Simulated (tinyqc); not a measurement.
The three schemes as the step is halved: finite-difference solution of the diffusion equation on a small grid. Computed by tinyqc, a small Python program. Command: `OMP_NUM_THREADS=1 python tinyqc.py 3006186 3006187 out.jsonl fdiff walk`. One thread of a shared host (Intel(R) Xeon(R) Processor @ 2.30GHz), about 0.01 s of CPU time with the checks.

dC/dt = D d2C/dx2 on nodes x_j = j dx, j = 0..8; the far end is sealed.

Inputs (values chosen for the exercise):

| quantity | value | unit |
|---|---|---|
| diffusivity D | 5.6 | nm^2/s |
| grid spacing dx | 10 | nm |
| time step dt | 24 | s |
| final time t_f | 384 | s |
| loss velocity h | 0.18 | nm/s |

Boundary at x = 0: surface loss. Scheme: implicit.

start values C_j, j = 0, 1, ... (% of a reference): 79.8  100  68  9.75  7.45  0  0  0  0

Method:
- The operator M acts as (M C)_j = C_(j-1) - 2 C_j + C_(j+1); at the sealed far end a mirror node gives 2 C_(N-2) - 2 C_(N-1); at j = 0, the outward flux h C_0 gives 2 C_1 - (2 + 2 h dx/D) C_0.
- r = D dt/dx^2.
- The mode of M with eigenvalue mu has its amplitude multiplied per step by g = (1 + (1 - theta) r mu)/(1 - theta r mu), with theta = 0 explicit, 1 implicit, 1/2 Crank-Nicolson; the explicit scheme is stable for r up to 2/|mu_min|.
- With r = D dt/dx^2: (1 - theta r M) C(new) = (1 + (1 - theta) r M) C(old); theta = 0 explicit, 1 implicit, 1/2 Crank-Nicolson.
- Each run reaches t_f in n equal steps; errors are the largest difference from exp(M D t_f/dx^2) C(0). A dash marks unstable explicit runs.

largest stable r of the explicit scheme = 0.487429

Largest error at t_f (%):

| steps n | r | explicit | implicit | Crank-Nicolson |
|---|---|---|---|---|
| 4 | 5.376 | - | 1.9010 | 5.7996e+00 |
| 8 | 2.688 | - | 0.8322 | 3.0924e-01 |
| 16 | 1.344 | - | 0.3818 | 1.4358e-02 |
| 32 | 0.672 | - | 0.1815 | 3.6006e-03 |
| 64 | 0.336 | 0.083036 | 0.0883 | 9.0084e-04 |
| 128 | 0.168 | 0.042192 | 0.0435 | 2.2525e-04 |
| 256 | 0.084 | 0.021262 | 0.0216 | 5.6316e-05 |

What follows from these numbers?

From the last two rows, halving the step divides the error by 1.98 (explicit), 2.01 (implicit), 4.00 (Crank-Nicolson): a factor 2 marks first order in dt and 4 second order. The explicit scheme needs n of at least 45 to be stable; the other two are stable at any step.

Extremes, crossings and ranges named in words are read from the listed rows.
